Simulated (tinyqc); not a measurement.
# Mobility, diffusion coefficient and lifetime from two collectors

Inverse problem. For an injected sheet in a field F the peak time tp at distance L obeys u^2 tp^2 + 2 D tp = L^2 with u^2 = v^2 + 4 D/tau, and the pulse area goes as exp(L (v - u)/(2 D)); v = mu F. Find u, D, mu and tau without using the Einstein relation.

Parameters, values chosen for the exercise:
```
symbol  value  unit                      meaning
F         7.5  V/cm  sweep field along the drift
```

distances (um): [1700, 4700]
peak times (us): [10.8679228, 30.4674361]
ratio of the areas, far over near = 0.0412455151

Answer. The two peak times give two linear equations for u^2 and D; the area ratio gives v - u, and u^2 - v^2 = 4 D/tau gives tau.

u = 1.53e4 cm/s
D = 56.7 cm^2/s
mu = 1.88e3 cm^2/(V s)
tau = 6.40e-6 s

Program tinyqc, `OMP_NUM_THREADS=1 python tinyqc.py 2310103 2310104 out.jsonl`; Intel Xeon 2.30GHz, shared host, one thread, about 0.01 s.
